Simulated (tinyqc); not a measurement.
Sp3 tight binding, zinc-blende lattice, step by step. One step of it, computed by the program tinyqc.

Problem. Levels at k. Diagonalise the Hermitian matrix.

H(k) at k (eV):
```
                      a s                 a px                 a py                a pz
a s            -18.300000             0.000000             0.000000            0.000000
a px             0.000000            -9.690000             0.000000            0.000000
a py             0.000000             0.000000            -9.690000            0.000000
a pz             0.000000             0.000000             0.000000           -9.690000
c s   -3.237304+0.149131i  -0.080059+3.082840i  -1.694806+0.145626i  0.193956-1.272496i
c px   0.080059-3.082840i   1.079101-0.049710i  -0.201804+1.323988i  1.763387-0.151519i
c py   1.694806-0.145626i  -0.201804+1.323988i   1.079101-0.049710i  0.083298-3.207588i
c pz  -0.193956+1.272496i   1.763387-0.151519i   0.083298-3.207588i  1.079101-0.049710i

                      c s                 c px                 c py                 c pz
a s   -3.237304-0.149131i   0.080059+3.082840i   1.694806+0.145626i  -0.193956-1.272496i
a px  -0.080059-3.082840i   1.079101+0.049710i  -0.201804-1.323988i   1.763387+0.151519i
a py  -1.694806-0.145626i  -0.201804-1.323988i   1.079101+0.049710i   0.083298+3.207588i
a pz   0.193956+1.272496i   1.763387+0.151519i   0.083298+3.207588i   1.079101+0.049710i
c s             -9.240000             0.000000             0.000000             0.000000
c px             0.000000            -4.970000             0.000000             0.000000
c py             0.000000             0.000000            -4.970000             0.000000
c pz             0.000000             0.000000             0.000000            -4.970000
```

Give: eigenvalues; weights |c|^2 of the basis functions.

Solution.

eigenvalues (eV): -20.238  -13.216  -12.098  -11.545  -5.448  -3.650  -2.919  -2.406

weights |c|^2 of the basis functions:
```
      band 1  band 2  band 3  band 4  band 5  band 6  band 7  band 8
a s    0.857   0.034   0.001   0.002   0.058   0.036   0.006   0.006
a px   0.005   0.327   0.046   0.269   0.209   0.096   0.003   0.045
a py   0.000   0.097   0.574   0.036   0.103   0.003   0.061   0.127
a pz   0.001   0.156   0.122   0.469   0.007   0.004   0.159   0.081
c s    0.088   0.306   0.013   0.012   0.562   0.004   0.006   0.010
c px   0.034   0.013   0.036   0.064   0.008   0.690   0.009   0.146
c py   0.008   0.060   0.100   0.035   0.053   0.141   0.281   0.321
c pz   0.007   0.008   0.109   0.112   0.001   0.026   0.474   0.263
```
